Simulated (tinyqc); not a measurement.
Interfaces: Cahn-Hilliard equation on a periodic one-dimensional grid. Computed by tinyqc, a small Python program. Command: `OMP_NUM_THREADS=1 python tinyqc.py 3000373 3000374 out.jsonl cahn walk`. One thread of a shared host (Intel(R) Xeon(R) Processor @ 2.30GHz), about 0.03 s of CPU time with the checks.

Free energy F = h sum_j [A (c_j^2 - 1)^2/4 + (kappa/2) ((c_(j+1) - c_j)/h)^2]; dc/dt = Lap(mu), mu = A (c^3 - c) - kappa Lap(c), Lap(y)_j = (y_(j+1) - 2 y_j + y_(j-1))/h^2, mobility 1; the grid has n = 16 points.

Inputs (values chosen for the exercise, in reduced units): spacing h = 1.4; well depth A = 1.5; gradient coefficient kappa = 0.62; mean composition c0 = -0.2; noise amplitude = 0.1; time step dt = 0.11; end time = 60.

Scheme: explicit Euler.

Method:
- Start: c_j = c0 + amplitude x (z_j - mean of z).
- c(new) = c + dt Lap(mu).
- Run to the end time; break off if |c| exceeds 3 or F has risen by more than 1e-9 in more than 30 steps. Domains = stretches with c > c0.
- Continuum wall between c = -1 and +1: c = tanh(x/w), w = sqrt(2 kappa/A), energy s = (2/3) sqrt(2 kappa A). With two walls per domain, the estimate of F at the end is 2 x domains x s. Volume fraction of the +1 phase by the lever rule: (1 + c0)/2.

random numbers: [0.589, -0.433, -0.236, 0.254, 0.587, 0.605, 0.085, -0.452, 0.014, 0.421, -0.732, -0.827, -0.420, 0.396, 0.495, -0.333]

Course:
```
step      t        F     min c      max c  domains
0      0.00  7.72131  -0.28278  -0.139581        4
11     1.21  7.68053  -0.34359  -0.089928        4
27     2.97  7.34636  -0.51358   0.190929        4
54     5.94  5.86918  -0.84603   0.723204        4
82     9.02  5.66154  -0.88557   0.813092        4
109   11.99  5.36301  -0.94189   0.825814        4
164   18.04  4.53822  -0.98630   0.856311        3
218   23.98  4.36421  -1.01756   0.890220        3
300   33.00  4.33373  -1.01154   0.907854        3
382   42.02  4.32829  -1.01102   0.912789        3
463   50.93  4.32722  -1.01251   0.914695        3
545   59.95  4.32699  -1.01355   0.915541        3
```

F at the end = 4.32699

wall half width w = 0.90921

wall energy s = 0.90921

estimate of F = 5.4553

volume fraction = 0.4

w/h = 0.64944

What follows from these numbers?

The run ends at F = 4.3270, 0.79 of the estimate: walls this close overlap, or the grid resolves them poorly. Caution: the half width of the wall is below the grid spacing, so the wall is barely resolved and feels the grid.
